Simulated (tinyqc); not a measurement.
Inside a calculation: Boltzmann transport in a parabolic band with a power-law relaxation time. Values are carried at full precision from step to step, so a last printed digit may differ when a step is redone from the rounded ones.

F_j(eta) = (1/Gamma(j + 1)) integral_0^infinity x^j dx/(1 + exp(x - eta)), which tends to exp(eta) for eta << 0.

n = N F_1/2(eta) with N = 2 (m kB T/(4 pi c))^(3/2) with c = hbar^2/2m0, in 1/angstrom^3; times 1e24 for 1/cm^3, m = md.

Constants: hbar^2/2m0 = 3.80998211 eV angstrom^2; kB = 8.617333262e-05 eV/K.

Inputs chosen for the exercise (masses near those of Ge; tau0 is set for a mobility of the usual size at this n, kL is a free input; freeze-out and phonon drag, which matter near 77 K, are left out; not measured data):
```
symbol  value    unit     meaning
n       2.7e+19  1/cm^3   electron density
md      0.55     m0       density-of-states mass
T       400      K
r       -0.5              exponent of tau
tau0    25       fs       tau at E = kT
mc      0.1174   m0       conductivity mass
kL      9.4      W/(m K)  lattice thermal conductivity
```

## Reduced Fermi level

Solve for eta.

N = 1.576e+19 1/cm^3
eta = 1.1304

## Integrals for r = -0.5 (acoustic phonons)

tau = tau0 x^r with x = E/kT. With K_j = Gamma(j + 1) F_j(eta): <tau> = tau0 (r + 3/2) K_(r+1/2)/((3/2) K_(1/2)); mu = <tau>/(mc m0/e), m0/e = 5.685630e-12 kg/C; Hall factor rH = (3/2) K_(1/2) (2r + 3/2) K_(2r+1/2)/((r + 3/2) K_(r+1/2))^2; Seebeck S = -(kB/e) [(r + 5/2) K_(r+3/2)/((r + 3/2) K_(r+1/2)) - eta]; Lorenz number L = (kB/e)^2 [(r + 7/2) K_(r+5/2)/((r + 3/2) K_(r+1/2)) - ((r + 5/2) K_(r+3/2)/((r + 3/2) K_(r+1/2)))^2]; kB/e in V/K. Valley anisotropy is left out of rH.

Evaluate F_j and K_j for j = 1/2, r + 1/2, r + 3/2, r + 5/2 and 2r + 1/2 (each value once).

F_j and K_j:
```
j,F_j,K_j
0.5,1.7133,1.5184
0.0,1.4102,1.4102
1.0,1.9838,1.9838
2.0,2.4111,4.8222
-0.5,1.0852,1.9235
```

## Transport coefficients

Form the ratios; u is the mean energy carried, in kT.

<tau>/tau0 = 0.619
rH = 1.101
u = 2.813
S = -145.0 microvolt/K
L = 1.740 1e-8 W ohm/K^2

The non-degenerate limits are rH = 1.178, u = r + 5/2 = 2 and L = (r + 5/2)(kB/e)^2 = 1.485; the degenerate ones are rH = 1 and L = 2.443.

## Mobility, conductivity and figure of merit

mu = <tau>/(mc m0/e) with m0/e = 5.685630e-12 kg/C; sigma = e n mu, e = 1.602176634e-19 C; Hall mobility rH mu; power factor S^2 sigma; ZT = S^2 sigma T/(kL + L sigma T), all in SI units.

mu = 232 cm^2/(V s)
Hall mobility = 255 cm^2/(V s)
sigma = 1.00e+03 S/cm
power factor = 2.11 mW/(m K^2)
electronic thermal conductivity = 0.698 W/(m K)
ZT = 0.084

A Hall measurement read with rH = 1 would give a density of 2.45e+19 1/cm^3. Electrons carry 6.9 % of the heat. kL is far below that of crystalline Ge, so ZT is too high for it.

## Checks

- Seebeck coefficient against direct integration over -df/dE (microvolt/K): both -145.0.

tinyqc: `OMP_NUM_THREADS=1 python tinyqc.py 1650146 1650147 out.jsonl`; about 0.01 s, one thread, shared Intel(R) Xeon(R) Processor @ 2.30GHz.
